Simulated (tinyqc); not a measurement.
Band offset of a heterojunction with an interface dipole (two-band chains, self-consistent charge): one step. The line-up. Three cases, with inputs chosen for the exercise.

Task: Ev(right) - Ev(left) = D - (G2 - G1)/2 and Ec(right) - Ec(left) = D + (G2 - G1)/2, for D0, for the self-consistent D and for D = 0. Type I: the offsets have opposite signs; type III: one valence edge lies above the other conduction edge; else type II.

Case 1.

Values chosen (out of a larger set: gaps near those of InGaAs and InP; the chains and D0 are free models, so the offsets are not those of the real pair; not measured data): G1 = 0.78 eV (gap on the left); G2 = 1.39 eV (gap on the right); D0 = 0.65 eV (mid-gap of the right side above that of the left, without dipole).

D = 0.226794 eV

Case 2.

Values chosen (out of a larger set: gaps near those of Si and Ge; the chains and D0 are free models, so the offsets are not those of the real pair; not measured data): G1 = 1.09 eV (gap on the left); G2 = 0.67 eV (gap on the right); D0 = -0.17 eV (mid-gap of the right side above that of the left, without dipole).

D = -0.082257 eV

Case 3.

Values chosen (out of a larger set: gaps near those of SiC and SiO2; the chains and D0 are free models, so the offsets are not those of the real pair; not measured data): G1 = 3.18 eV (gap on the left); G2 = 8.86 eV (gap on the right); D0 = -0.61 eV (mid-gap of the right side above that of the left, without dipole).

D = -0.538899 eV

Give: Offsets (eV).

Result:

Case 1.

Offsets (eV):
```
case                           D  valence  conduction                 type
no dipole                  0.650    0.345       0.955  type II (staggered)
self-consistent            0.227   -0.078       0.532  type I (straddling)
neutrality levels aligned  0.000   -0.305       0.305  type I (straddling)
```

The dipole changes the type of the junction.

Case 2.

Offsets (eV):
```
case                            D  valence  conduction                 type
no dipole                  -0.170    0.040      -0.380  type I (straddling)
self-consistent            -0.082    0.128      -0.292  type I (straddling)
neutrality levels aligned   0.000    0.210      -0.210  type I (straddling)
```

The dipole shifts both offsets alike and leaves the type.

Case 3.

Offsets (eV):
```
case                            D  valence  conduction                 type
no dipole                  -0.610   -3.450       2.230  type I (straddling)
self-consistent            -0.539   -3.379       2.301  type I (straddling)
neutrality levels aligned   0.000   -2.840       2.840  type I (straddling)
```

The dipole shifts both offsets alike and leaves the type.

Computed by tinyqc, one run a case: `OMP_NUM_THREADS=1 python tinyqc.py N N+1 out.jsonl` with N = 1481820, 1481822, 1481960; one thread of a shared Intel(R) Xeon(R) Processor @ 2.30GHz, about 0.4 s a run at most.
